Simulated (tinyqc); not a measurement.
Inside a calculation. Model: ellipsometry and reflectance of a transparent film on an absorbing substrate.

Computed by the program tinyqc: `OMP_NUM_THREADS=1 python tinyqc.py 2870166 2870167 out.jsonl`, one thread of a shared Intel Xeon 2.30GHz, about 0.01 s for the whole run. Printed values are rounded.

Air (index 1), film, substrate with N2 = n2 - i k2; time factor exp(+i w t). q_j = sqrt(N_j^2 - sin^2 th), root with positive real part. Fresnel coefficients r_s = (q_a - q_b)/(q_a + q_b), r_p = (N_b^2 q_a - N_a^2 q_b)/(N_b^2 q_a + N_a^2 q_b). tan(Psi) exp(i Delta) = R_p/R_s, Delta taken from 0 to 360 degrees.

Inputs (values chosen for the exercise); indices close to those of silicon dioxide on silicon: wavelength lam = 546.1 nm; angle of incidence th = 65 degrees; index of the transparent film n1 = 1.464; film thickness d = 5.7 nm; index of the substrate n2 = 4.086; extinction coefficient of the substrate k2 = 0.031.

## Interface coefficients and thickness period

q0, q1, q2 and the coefficients r01 and r12 for p and s; the results repeat in d with the period lam/(2 q1).

q0 = 0.4226183
q1 = 1.149740
q2 = 3.984225-0.031792i
r01,p = -0.1186766
r01,s = -0.4624403
r12,p = 0.3842262-0.0030661i
r12,s = -0.5521217+0.0027735i
period = 237.4885 nm

## Psi, Delta and reflectances

beta = 2 pi d q1/lam, X = exp(-2 i beta), R = (r01 + r12 X)/(1 + r01 r12 X) for p and s.

beta = 0.07540189 rad
X = 0.9886506-0.1502328i
R_p = 0.2725255-0.0656768i
R_s = -0.8062236+0.0429165i
Psi = 19.14767 degrees
Delta = 169.4975 degrees
|R_p|^2 = 0.07858362
|R_s|^2 = 0.6518383

The bare substrate gives Psi = 19.00 and Delta = 179.41 degrees.
